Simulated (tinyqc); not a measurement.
## Internal photoemission over an interface barrier: threshold and yield against field

Electrons are excited from the valence band of a semiconductor over the barrier Phi(F) = P0 - sqrt(q F/(4 pi eps0 ei)), whose top lies at xm = sqrt(q/(16 pi eps0 ei F)). The yield is Y = A (hv - Phi)^p exp(-xm/l), with A = 1 here.

The yield is taken at hv = 2.72 eV.

Parameters, values chosen for the exercise; dielectric values close to those of zirconium oxide:
```
symbol,value,unit,meaning
P0,2.42,eV,barrier at zero field
ei,4.94,,image-force permittivity
p,3,,exponent of the yield
l,4.1,nm,scattering length in the image well
```

Constants: q = 1.602176634e-19 C, eps0 = 8.8541878128e-14 F/cm where lengths are in cm. Results are converted to the units shown.

Threshold and yield against field:
```
F (MV/cm),sqrt(F) ((MV/cm)^0.5),Phi (eV),xm (nm),Y
0.1,0.31623,2.3660,2.6995,0.022963
0.19,0.43589,2.3456,1.9584,0.032556
0.35,0.59161,2.3190,1.4429,0.045353
0.64,0.80000,2.2834,1.0671,0.064147
1.2,1.0954,2.2330,0.77928,0.095524
2.1,1.4491,2.1726,0.58908,0.14208
3.9,1.9748,2.0828,0.43227,0.23279
7.2,2.6833,1.9619,0.31814,0.40319
```

Phi is linear in sqrt(F) with slope -0.171 eV and intercept P0 = 2.42 eV. The yield grows by a factor of 17.6, of which 1.79 comes from less scattering, as xm shrinks from 2.70 to 0.318 nm, and the rest from the lower barrier. For F = 7.2 xm is within about two atomic layers of the interface, where the classical image potential fails.

Program tinyqc, `OMP_NUM_THREADS=1 python tinyqc.py 2410058 2410059 out.jsonl`; Intel Xeon 2.30GHz, shared host, one thread, about 0.01 s.
